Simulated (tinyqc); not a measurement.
Vacuum evaporation: vapour pressure, source flux, thickness distribution, purity and step coverage: one step, computed by the program tinyqc. Command: `OMP_NUM_THREADS=1 python tinyqc.py 3112480 3112481 out.jsonl evap walk`. One thread of a shared host (Intel(R) Xeon(R) Processor @ 2.30GHz), about 0.01 s of CPU time with the checks.

Molecular flow, unit sticking of the metal, no re-evaporation. The background gas is taken as water vapour (18.015 g/mol, collision diameter 0.37 nm) at 300 K.

Problem. Scattering and purity. Mean free path lambda = k_B T_g/(sqrt2 pi d^2 p); unscattered share exp(-h/lambda); gas arrival p/sqrt(2 pi m_g k_B T_g); impurity ratio = sticking x gas arrival/metal arrival; monolayer time = 1e15 cm^-2/(sticking x gas arrival).

Inputs (values chosen for the exercise, modelled on gallium, with constants for the liquid):
```
quantity                    value  unit
source temperature T         1330     K
source-to-wafer distance h     62    cm
background pressure p       2e-06    Pa
sticking of background gas    0.9     -
```

arrival rate at the centre = 1.315007e+14 1/(cm^2 s)

Constants: k_B = 1.380649e-23 J/K; u = 1.6605390666e-27 kg.

Give: mean free path; unscattered share; gas arrival rate; impurity ratio; monolayer time.

Solution.

mean free path = 3404.9 m

unscattered share = 0.99982

gas arrival rate = 7.1680e+12 1/(cm^2 s)

impurity ratio = 0.049058

monolayer time = 155.01 s
